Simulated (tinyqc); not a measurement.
# Schottky emission and Poole-Frenkel conduction in an insulator, and how to tell them apart: activation energy against field

Schottky emission (electrode-limited): J = As T^2 exp[-(pb - b sqrt(F))/Vt], b = sqrt(q/(4 pi eps0 ei)). Poole-Frenkel emission (bulk-limited): J = s0 F exp[-(pt - 2 b sqrt(F))/Vt]. F in V/cm.

The activation energy is -d ln J/d(q/kB T) at fixed F.

Values chosen for this exercise; dielectric values close to those of silicon nitride: temperature T = 300 K; high-frequency relative permittivity ei = 4.23; trap depth pt = 1.18 eV; Poole-Frenkel prefactor s0 = 0.024 S/cm; electrode barrier pb = 1.3 eV; Richardson constant As = 51 A/(cm^2 K^2).

Constants: q = 1.602176634e-19 C, kB = 1.380649e-23 J/K, Vt = kB T/q, eps0 = 8.8541878128e-14 F/cm where lengths are in cm. Results are converted to the units shown.

Activation energy against field:
```
F (MV/cm)	sqrt(F) ((V/cm)^0.5)	J, Schottky (A/cm^2)	its Ea (eV)	J, Poole-Frenkel (A/cm^2)	its Ea (eV)
0.2	447.2	1.618e-14	1.269	4.270e-14	1.015
0.81	900.0	4.096e-13	1.186	1.108e-10	0.8479
1.43	1196	3.383e-12	1.131	1.335e-8	0.7387
2.04	1428	1.777e-11	1.088	5.257e-7	0.6530
2.66	1631	7.550e-11	1.051	1.237e-5	0.5782
3.27	1808	2.677e-10	1.018	1.912e-4	0.5127
3.89	1972	8.630e-10	0.9878	0.002363	0.4522
4.5	2121	2.500e-9	0.9603	0.02293	0.3972
```

Both activation energies fall linearly in sqrt(F), the Poole-Frenkel one twice as fast (1.01 to 0.397 eV against 1.27 to 0.960 eV). They extrapolate to pt = 1.18 eV and to pb + 2 kB T = 1.35 eV, the 2 kB T coming from the T^2. The Schottky current is the smaller one in every row. For F = 2.04, 2.66, 3.27, 3.89, 4.5 a Fowler-Nordheim estimate for tunnelling through pb with a mass of 0.4 m0 exceeds the Schottky current, so tunnelling, left out here, would compete. For F = 2.66, 3.27, 3.89, 4.5 a Fowler-Nordheim estimate for tunnelling through pb with a mass of 0.4 m0 exceeds the Poole-Frenkel current, so tunnelling, left out here, would compete.

tinyqc, about 0.01 s, one thread, Intel Xeon 2.30GHz (shared host): `OMP_NUM_THREADS=1 python tinyqc.py 2370165 2370166 out.jsonl`
